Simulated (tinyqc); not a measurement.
Interstitial-substitutional diffusion of a fast metal impurity in a wafer (kick-out and dissociative mechanisms): one step, computed by the program tinyqc.

The metal moves as an interstitial A_i and dissolves on lattice sites either by kicking out a self-interstitial (A_i = A_s + I) or by filling a vacancy (A_i + V = A_s). With A_i at its solubility, local equilibrium and c = C_s/C_s*, self-interstitials and vacancies obey C_I/C_I* = 1/c and C_V/C_V* = c.

Task: Diffusivity against concentration. In defect-free silicon dc/dt = d/dx [(D_K/c^2 + D_F) dc/dx], c = 1 at both faces. D_K = D_I C_I*/C_s* and D_F = D_V C_V*/C_s*. The two terms are equal at c* = sqrt(D_K/D_F). Take c = 1, 0.5, 0.2, 0.1, 0.03 and 0.01.

Inputs (values chosen for the exercise, loosely like those of a heavy transition metal in silicon): temperature T = 1150 C.

D_K = 2.678206e-09 cm^2/s

D_F = 5.470062e-10 cm^2/s

Give: c*; Effective diffusivity (cm^2/s).

Result:

c* = 2.213

Effective diffusivity (cm^2/s):
```
c     kick-out term      total
1.00      2.678e-09  3.225e-09
0.50      1.071e-08  1.126e-08
0.20      6.696e-08  6.750e-08
0.10      2.678e-07  2.684e-07
0.03      2.976e-06  2.976e-06
0.01      2.678e-05  2.678e-05
```
